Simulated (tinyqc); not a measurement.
Bandgap voltage reference from two bipolar transistors: two steps of the calculation.

Two transistors of area 1 and N carry the same current I. Is(T) = Is (T/T0)^eta exp[(Vg0 q/kB)(1/T0 - 1/T)], VBE1 = Vt ln(I/Is(T)) + I rb, VBE2 = Vt ln(I/(N Is(T))) + I rb/N. The amplifier forces I R1(T) = VBE1 - VBE2 + Vos, with R(T) = R (1 + tc (T - T0)) for both resistors, and the output is Vref = VBE1 + I R2(T). Base currents and the Early effect are neglected.

Parameters, values chosen for the exercise; values of the order met in silicon bipolar transistors: reference temperature T0 = 300 K; band-gap voltage extrapolated to 0 K Vg0 = 1.193 V; temperature exponent of the saturation current eta = 4.2; saturation current of the unit transistor at T0 Is = 6.7e-17 A; area ratio of the second transistor N = 4; resistor across which the difference of VBE falls, at T0 R1 = 16 kohm; temperature coefficient of both resistors tc = 0 ppm/K; offset of the amplifier Vos = 0 mV; series resistance of the unit transistor rb = 0 ohm; output resistor at T0 R2 = 295.7 kohm; temperature T = 333 K.

Constants: q = 1.602176634e-19 C, kB = 1.380649e-23 J/K. Results are converted to the units shown.

Task 1. Operating point at another temperature. Vt = kB T/q; I = (Vt ln N + Vos)/(R1(T) - rb (1 - 1/N)).

Wanted: Vt; I; Is(T); VBE1; I R2; Vref.

Result 1.

Vt = 0.028696 V
I = 2.4863 uA
Is(T) = 1.0058e-14 A
VBE1 = 0.55456 V
I R2 = 0.73520 V
Vref = 1.2898 V

From T0 to T, VBE1 changes by -71.9 mV and I R2 by 72.9 mV, which leaves 0.956 mV in Vref.

Task 2. Resistor for zero slope at T0, ideal case. With tc = 0, Vos = 0 and rb = 0 the current is proportional to T, dVBE/dT = (VBE - Vg0 - (eta - 1) Vt)/T, and Vref has zero slope at T0 when Vref = Vg0 + (eta - 1) Vt0. Find VBE1, its slope, that Vref, R2/R1 and the curvature d2Vref/dT2 = -(eta - 1) kB/(q T0).

Wanted: VBE1; dVBE/dT; Vref; R2/R1; curvature.

Result 2.

VBE1 = 0.62647 V
dVBE/dT = -2.1642 mV/K
Vref = 1.2757 V
R2/R1 = 18.116
curvature = -0.91918 uV/K^2

Numbers from tinyqc (`OMP_NUM_THREADS=1 python tinyqc.py 2062053 2062054 out.jsonl`; about 0.02 s on one thread of a shared Intel Xeon 2.30GHz).
